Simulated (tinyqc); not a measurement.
Diffused layer (Gaussian), carriers, mobility and sheet resistance with incomplete ionisation: two steps of the calculation.

A p-type layer from the surface x = 0 to the junction xj, N(x) = N0 exp(-(x/Ld)^2). Local neutrality (no depletion at surface or junction, no spilling of carriers), intrinsic carriers neglected, Boltzmann statistics.

Values chosen for this exercise; values close to those of boron in silicon over an n-type background:
```
symbol,value,unit,meaning
T,300,K,temperature
Nb,1e15,cm^-3,background doping of the opposite type
N0,7.1e17,cm^-3,peak chemical concentration
m1,43.7,cm^2/(V s),mobility limit at high doping
m2,487,cm^2/(V s),"mobility limit at low doping, at 300 K"
Nr,2.2e17,cm^-3,reference doping of the mobility law
am,0.738,,exponent of the mobility law
bt,2,,temperature exponent of m2
Ns,1.93e20,cm^-3,solubility limit of active dopant
NB,2.67e19,cm^-3,valence-band density of states at T
Ei,0.0461,eV,ionisation energy in the dilute limit
gd,4,,degeneracy factor of the level
ks,0,eV cm,lowering of Ei per N^(1/3)
Ld,21,nm,diffusion length 2 sqrt(D t)
```

Constants: q = 1.602176634e-19 C, kB = 1.380649e-23 J/K, Vt = kB T/q. Results are converted to the units shown.

Task 1. Junction depth and local values. xj = Ld sqrt(ln(N0/Nb)); 10 equal steps from 0 to xj. Active dopant A = min(N, Ns); p solves p (p + Nb)/(A - Nb - p) = K, K = (NB/gd) exp(-E/Vt), E = max(Ei - ks A^(1/3), 0), so p = 2 K (A - Nb)/[Nb + K + sqrt((Nb + K)^2 + 4 K (A - Nb))]; mobility mu = m1 + (m2 (T/300 K)^(-bt) - m1)/(1 + ((A + Nb)/Nr)^am).

Wanted: xj; x; N; A; p; mu.

Result 1.

xj = 53.808 nm

```
point  x (nm)  N (cm^-3)  A (cm^-3)  p (1e17 cm^-3)  mu (cm^2/(V s))
0       0.000  7.1000e17  7.1000e17          4.9244           174.98
1       5.381  6.6488e17  6.6488e17          4.6814           179.50
2      10.762  5.4602e17  5.4602e17          4.0120           193.54
3      16.142  3.9323e17  3.9323e17          3.0762           218.37
4      21.523  2.4835e17  2.4835e17          2.0844           255.12
5      26.904  1.3754e17  1.3754e17          1.2296           302.81
6      32.285  6.6804e16  6.6804e16          0.6229           355.99
7      37.665  2.8454e16  2.8454e16          0.2679           405.07
8      43.046  1.0628e16  1.0628e16          0.0954           441.57
9      48.427  3.4813e15  3.4813e15          0.0247           463.29
10     53.808  1.0000e15  1.0000e15          0.0000           473.61
```

At the point of highest doping 69.5 % of the net active dopant gives free carriers. The mobility runs from 175 to 474 cm^2/(V s).

Task 2. Sheet quantities by the trapezoid rule. Dose = integral of N, carrier sheet density = integral of p, 1/Rs = q integral of p mu, mean mobility 1/(q Rs sheet density), Hall mobility (unit Hall factor) = integral of p mu^2 over integral of p mu, Hall sheet density = (integral of p mu)^2/integral of p mu^2; all from 0 to xj.

```
point     x (nm)     N (cm^-3)  p (1e17 cm^-3)  mu (cm^2/(V s))
0       0.000000        7.1e17       4.9243892        174.98256
1       5.380782  6.6488382e17       4.6814373        179.49679
2      10.761565  5.4601933e17       4.0120379        193.53614
3      16.142347  3.9322860e17       3.0761764        218.36562
4      21.523129  2.4834591e17       2.0843871        255.11621
5      26.903912  1.3754467e17       1.2296023        302.80914
6      32.284694  6.6804442e16       0.6229079        355.98698
7      37.665476  2.8453897e16       0.2679036        405.06561
8      43.046259  1.0628036e16       0.0953845        441.56679
9      48.427041  3.4812811e15       0.0247362        463.29411
10     53.807823          1e15       0.0000000        473.60853
```

Give: dose; carrier sheet density; Rs; mean mobility; Hall mobility; Hall sheet density.

Result 2.

dose = 1.3209e12 cm^-2
carrier sheet density = 9.9850e11 cm^-2
Rs = 28946 ohm/square
mean mobility = 215.95 cm^2/(V s)
Hall mobility = 229.18 cm^2/(V s)
Hall sheet density = 9.4085e11 cm^-2

Carriers make up 75.6 % of the dose. A Hall measurement weights the mobile tail, so its sheet density is 5.8 % below the true one.

Computed by the program tinyqc: `OMP_NUM_THREADS=1 python tinyqc.py 2110072 2110073 out.jsonl`, one thread of a shared Intel Xeon 2.30GHz, about 0.01 s for the whole run.
